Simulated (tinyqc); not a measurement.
# Interface traps from C-V curves, high-low and Terman methods: effects of single changes

MOS capacitor on an n-type substrate; psi is the band bending, negative in depletion; only majority carriers are counted. At the bending psi the Fermi level lies y = xi - psi below the conduction edge at the surface, xi = Vt ln(Nc/Nd). Dit(y) = D0 + D1 exp(-y/E1); traps fill up to the Fermi level, follow the bias and a slow signal, and do not follow a fast one. V is the gate voltage from flat band.

Inputs (values chosen for the exercise); band and dielectric values close to those of silicon:
- T = 200 K (temperature)
- eps_r = 11.6 (relative permittivity)
- Nc = 1.55e19 cm^-3 (conduction-band density of states at T)
- Nd = 6.5e16 cm^-3 (donor density)
- EOT = 3.2 nm (equivalent oxide thickness)
- D0 = 2.5e12 cm^-2 eV^-1 (trap density far from the band edge)
- D1 = 6.2e13 cm^-2 eV^-1 (band-tail density at the conduction edge)
- E1 = 0.11 eV (decay energy of the tail)

Constants: q = 1.602176634e-19 C, kB = 1.380649e-23 J/K, Vt = kB T/q, eps0 = 8.8541878128e-14 F/cm where lengths are in cm. Results are converted to the units shown.

Each table varies one quantity; the others keep the values above.

## An error in the doping read as traps

Cox = 3.9 eps0/EOT, LD = sqrt(eps0 eps_r Vt/(q Nd)), u = psi/Vt, Cd = (eps0 eps_r/(sqrt(2) LD)) |exp(u) - 1|/sqrt(exp(u) - u - 1). Ideal V0 = psi - sqrt(2) (eps0 eps_r Vt/LD) sqrt(exp(u) - u - 1)/Cox for psi < 0; the traps add dV = (q/Cox) times the integral of Dit from 0 to psi = (q/Cox) [D0 psi + D1 E1 exp(-xi/E1) (exp(psi/E1) - 1)]. 1/C_HF = 1/Cox + 1/Cd, 1/C_LF = 1/Cox + 1/(Cd + q Dit). The sample has Nd; the ideal curve is drawn with Nd (1 + e). At the true psi = -0.261 V the measured C_HF is matched to the ideal curve, which gives psi', and Dit = (Cox/q) [dV/dpsi' - 1 - Cd'(psi')/Cox], derivatives exact.

The same in every row: true Dit (cm^-2 eV^-1) = 4.952e12.

An error in the doping read as traps:
```
e	psi' (V)	apparent Dit (cm^-2 eV^-1)
-0.15	-0.2244	7.176e12
-0.1	-0.2366	6.353e12
-0.05	-0.2488	5.615e12
-0.02	-0.2561	5.209e12
0	-0.2610	4.952e12
0.02	-0.2659	4.704e12
0.05	-0.2732	4.351e12
0.1	-0.2854	3.805e12
0.15	-0.2976	3.307e12
```

Read the table: what changes, and by how much?

The apparent Dit falls from 7.18e12 to 3.31e12 cm^-2 eV^-1, against the true 4.95e12. An error of +5 % in the doping shifts it by -6.00e11 cm^-2 eV^-1, 12.1 % of the true value.

## Subthreshold swing with traps

Same model as above.

At psi = -0.261 V the swing of a transistor with this gate would be S = Vt ln 10 (1 + (Cd + q Dit)/Cox), Dit as above.

Subthreshold swing with traps:
```
D0 (cm^-2 eV^-1)	Dit (cm^-2 eV^-1)	q Dit/Cox	S (mV/decade)
8.5e9	2.4600e12	0.36525	59.626
2.5e10	2.4765e12	0.36770	59.723
7.3e10	2.5245e12	0.37483	60.006
2.1e11	2.6615e12	0.39517	60.813
6.2e11	3.0715e12	0.45604	63.229
1.8e12	4.2515e12	0.63124	70.182
5.3e12	7.7515e12	1.1509	90.804
1.5e13	1.7452e13	2.5911	147.96
```

S rises from 59.6 to 148 mV/decade; without traps it is 45.1. The traps add 10 mV/decade at Dit = 1.70e12 cm^-2 eV^-1 and equal Cox at 6.74e12.

Computed by the program tinyqc: `OMP_NUM_THREADS=1 python tinyqc.py 2030035 2030036 out.jsonl`, one thread of a shared Intel Xeon 2.30GHz, about 0.01 s for the whole run.
